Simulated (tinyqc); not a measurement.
p-n diode, drift-diffusion by the Gummel loop with Scharfetter-Gummel fluxes: two steps of the calculation.

Abrupt junction at x = 0, p side from -Lp, n side to Ln, ohmic contacts. psi is counted from the intrinsic level; n = ni exp((psi - phin)/Vt), p = ni exp((phip - psi)/Vt). Contacts: p side psi = V - Vt ln(Na/ni), p = Na, n = ni^2/Na; n side psi = Vt ln(Nd/ni), n = Nd, p = ni^2/Nd. Constant mobilities, D = mu Vt, Boltzmann statistics, SRH recombination through a mid-gap level, U = (n p - ni^2)/(tp (n + ni) + tn (p + ni)). Current is positive from the p contact to the n contact.

Inputs (values chosen for the exercise); band and dielectric values close to those of germanium: temperature T = 300 K; relative permittivity eps_r = 15.7; acceptor density of the p side Na = 1.2e17 cm^-3; donor density of the n side Nd = 5.5e17 cm^-3; hole mobility mup = 1000 cm^2/(V s); SRH lifetime of electrons tn = 9e-8 s; SRH lifetime of holes tp = 4e-8 s; uniform generation rate G = 0 cm^-3 s^-1; bias of the p contact V = 0.36 V.

Constants: q = 1.602176634e-19 C, kB = 1.380649e-23 J/K, Vt = kB T/q, eps0 = 8.8541878128e-14 F/cm where lengths are in cm. Results are converted to the units shown.

Question 1. Poisson equation. With phin and phip held, solve a_i (psi_(i+1) - psi_i) - a_(i-1) (psi_i - psi_(i-1)) + q w_i (p_i - n_i + C_i) = 0 for the inner nodes by Newton steps to convergence; a_i = eps0 eps_r/h_i, h_i = x_(i+1) - x_i, w_i = (h_(i-1) + h_i)/2, C = -Na or +Nd.

```
node  x (nm)  phin at the start (V)  phip at the start (V)
0      -5000                   0.36                   0.36
1      -1710                      0                   0.36
2       -580                      0                   0.36
3       -189                      0                   0.36
4      -54.4                      0                   0.36
5         -8                      0                   0.36
6          8                      0                   0.36
7       42.1                      0                   0.36
8        115                      0                   0.36
9        269                      0                   0.36
10       599                      0                   0.36
11      1300                      0                      0
```

ni = 1.8262433e13 cm^-3

Give: psi; n after Poisson; p after Poisson.

Answer 1.

```
node  psi (V)  n after Poisson (cm^-3)  p after Poisson (cm^-3)
0     0.13275                 2.7793e9                1.2000e17
1     0.13211                3.0259e15                1.2303e17
2     0.13211                3.0259e15                1.2303e17
3     0.13212                3.0270e15                1.2298e17
4     0.13395                3.2493e15                1.1457e17
5     0.17659                1.6910e16                2.2014e16
6     0.25740                3.8521e17                9.6639e14
7     0.26644                5.4643e17                6.8127e14
8     0.26664                5.5066e17                6.7604e14
9     0.26664                5.5068e17                6.7601e14
10    0.26664                5.5068e17                6.7601e14
11    0.26661                5.5000e17                 6.0639e8
```

Question 2. Hole continuity. With psi and the new n held, F_i = (mup Vt/h_i) [p_(i+1) B(-d_i) - p_i B(d_i)], d_i = (psi_(i+1) - psi_i)/Vt, B(d) = d/(exp(d) - 1); solve F_i - F_(i-1) = w_i [(n_i p_i - ni^2)/den_i - G] for the new p, with den = tp (n + ni) + tn (p + ni) taken at the new n and the old p, h_i = x_(i+1) - x_i, w_i = (h_(i-1) + h_i)/2; phip = psi + Vt ln(p/ni).

```
node  x (nm)     psi (V)  new n (cm^-3)  p after Poisson (cm^-3)
0      -5000  0.13275056    2.7793039e9                   1.2e17
1      -1710  0.13210678   1.9795478e15             1.2302582e17
2       -580  0.13210677   2.6810852e15             1.2302587e17
3       -189  0.13211596   2.9269453e15             1.2298212e17
4      -54.4  0.13394789   3.2295162e15             1.1456897e17
5         -8  0.17659037   1.6881761e16             2.2014300e16
6          8  0.25740065   3.8463615e17             9.6638873e14
7       42.1  0.26643873   5.4563678e17             6.8126926e14
8        115  0.26663799   5.4990478e17             6.7603842e14
9        269  0.26663897   5.5002273e17             6.7601287e14
10       599  0.26663896   5.5023121e17             6.7601294e14
11      1300  0.26660721         5.5e17              6.0639358e8
```

ni = 1.8262433e13 cm^-3

Wanted: new p; phip after round 1.

Answer 2.

```
node  new p (cm^-3)  phip after round 1 (V)
0         1.2000e17                 0.36000
1         1.2120e17                 0.35961
2         1.2060e17                 0.35948
3         1.2035e17                 0.35944
4         1.1205e17                 0.35943
5         2.1519e16                 0.35941
6         9.4211e14                 0.35934
7         6.4932e14                 0.35876
8         6.0693e14                 0.35721
9         5.2768e14                 0.35360
10        3.5831e14                 0.34359
11         6.0639e8                 0.00000
```

tinyqc, about 0.2 s, one thread, Intel Xeon 2.30GHz (shared host): `OMP_NUM_THREADS=1 python tinyqc.py 2240143 2240144 out.jsonl`
